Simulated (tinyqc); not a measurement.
Trap density and cross-section from the conductance peak.

Question. For a continuum of interface traps on an n-type substrate Gp/w peaks at 2 pi f tau = 1.9803 with the height 0.40237 q Dit, and tau = 1/(sn vth Nd exp(psi/Vt)) with psi = ps. Find Dit, tau and sn.

Values chosen for this exercise: temperature T = 200 K; donor density Nd = 5.3e16 cm^-3; band bending psi ps = -0.199 V; thermal velocity vth = 2.2e7 cm/s.

Constants: q = 1.602176634e-19 C, kB = 1.380649e-23 J/K, Vt = kB T/q. Results are converted to the units shown.

peak Gp/w = 70.913459 nF/cm^2
frequency of the peak = 78.179530 Hz

Solution. The height gives Dit, the position tau, and tau with the surface density gives sn.

Dit = 1.100e12 cm^-2 eV^-1
tau = 0.004031 s
sn = 2.200e-17 cm^2

Program tinyqc, `OMP_NUM_THREADS=1 python tinyqc.py 2030099 2030100 out.jsonl`; Intel Xeon 2.30GHz, shared host, one thread, about 0.01 s.
